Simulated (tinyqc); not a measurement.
From results back to parameters: metal-induced gap states at the contact of a metal chain and a two-band chain. Three cases, with inputs chosen for the exercise.

Problem. With gap states the barrier for electrons is phi = S (W - chi - p) + p, W being the work function of the metal, S the pinning factor and p the depth of the neutrality level below the conduction edge. The barriers for two metals come from hidden S and p, those of the chain and not of a measured contact.

Find: S, p (eV).

Method. The slope of the barrier against W is S; then p = (phi1 - S (W1 - chi))/(1 - S).

Case 1.

Values chosen (out of a larger set: gap and optical dielectric constant near those of Ge; the chain itself is a model; not measured data): W1 = 4.25 eV (work function of metal 1); W2 = 5.16 eV (of metal 2); chi = 3.85 eV (electron affinity).

barriers (eV): metal 1 0.39034, metal 2 0.42128

Solution.

S, p (eV): 0.034  0.390

Case 2.

Values chosen (out of a larger set: gap and optical dielectric constant near those of GaN; the chain itself is a model; not measured data): W1 = 4.22 eV (work function of metal 1); W2 = 5.63 eV (of metal 2); chi = 3.91 eV (electron affinity).

barriers (eV): metal 1 1.29888, metal 2 1.96722

Solution.

S, p (eV): 0.474  2.190

Case 3.

Values chosen (out of a larger set: gap and optical dielectric constant near those of GaN; the chain itself is a model; not measured data): W1 = 4.25 eV (work function of metal 1); W2 = 5.14 eV (of metal 2); chi = 3.87 eV (electron affinity).

barriers (eV): metal 1 1.04234, metal 2 1.41525

Solution.

S, p (eV): 0.419  1.520

Computed by tinyqc, one run a case: `OMP_NUM_THREADS=1 python tinyqc.py N N+1 out.jsonl` with N = 1452516, 1452598, 1452629; one thread of a shared Intel(R) Xeon(R) Processor @ 2.30GHz, about 0.01 s a run at most.
